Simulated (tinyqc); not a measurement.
Worked calculation: RHF in the sto-3g basis, for H2, spin multiplicity 1. One step of it, computed by the program tinyqc.

Task: Iteration 5 (converged): orbitals. Diagonalise F' = X^T F X, C = X C', fill 1 alpha and 1 beta electrons from the bottom; D = 2 C_occ C_occ^T. Each column has its largest component positive (the first on a tie).

converged F (hartree), order 1H 1s, 2H 1s:
```
[[-0.423468, -0.640480],
 [-0.640480, -0.423469]]
```

X, order 1H 1s, 2H 1s:
```
[[1.326421, -0.563965],
 [-0.563965, 1.326421]]
```

Give: F' = X^T F X; orbital energies; coefficients C; D after iteration 5.

Result:

F' = X^T F X (hartree):
```
[[0.0785, -0.6970],
 [-0.6970, 0.0785]]
```

orbital energies (hartree): [-0.6185, 0.7755]

coefficients C, order 1H 1s, 2H 1s:
```
[[0.5391, 1.3367],
 [0.5391, -1.3367]]
```

D after iteration 5, order 1H 1s, 2H 1s:
```
[[0.5813, 0.5813],
 [0.5813, 0.5813]]
```
